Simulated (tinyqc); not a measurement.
Sublattice potential against complex hopping: Haldane model. Computed by the program tinyqc. H_AA = delta - 2 t2 sum cos(k.b + phi), H_BB = -delta - 2 t2 sum cos(k.b - phi), H_AB = -t1 (1 + exp(-i k.a1) + exp(-i k.a2)), b = a1, a2 - a1, -a2, m = 3 sqrt3 t2 sin(phi); the sign of the Chern number follows the orientation k1 then k2.

Honeycomb lattice:
```
parameter,value
t1 (eV),1.760000
t2 (eV),0.200000
phi (rad),-0.980000
```

Gaps at the two valleys (eV) and Chern number of the lower band (12 x 12 mesh):
```
delta,gap 2|delta - m|,gap 2|delta + m|,Chern number
-1.5530,1.3798,4.8322,0
-1.1220,0.5178,3.9702,0
-0.5180,0.6902,2.7622,1
0.0000,1.7262,1.7262,1
0.3450,2.4162,1.0362,1
0.6470,3.0202,0.4322,1
1.0790,3.8842,0.4318,0
1.7260,5.1782,1.7258,0
```

What does the comparison show, and why?

Here |m| = 0.8631 eV. For |delta| < |m| the two valleys have masses of opposite sign and the Chern number is +/-1; one gap closes at |delta| = |m|, and beyond it the band is trivial.
